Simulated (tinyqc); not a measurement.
Cell size and critical density at another thickness.

Problem. In the cell model of oxide breakdown (cubic cells of edge a, defect density growing as t^al) the Weibull slope is beta = al tox/a, and for small l the critical density is N_bd = a^(-3) (A/a^2)^(-a/tox). Find a from the slope, and then the area A and the slope at 6.4 nm.

Values chosen for this exercise:
```
symbol  value  unit                    meaning
al       0.79        exponent of defect growth
```

Weibull slope at a thickness of 4 nm = 3.95
N_bd there, small-l form = 2.6864413e19 cm^-3

Solution. a = al tox/beta, and A = a^2 (a^3 N_bd)^(-tox/a).

a = 0.8000 nm
A = 1300 um^2
slope = 6.320

tinyqc, about 0.01 s, one thread, Intel Xeon 2.30GHz (shared host): `OMP_NUM_THREADS=1 python tinyqc.py 2070009 2070010 out.jsonl`
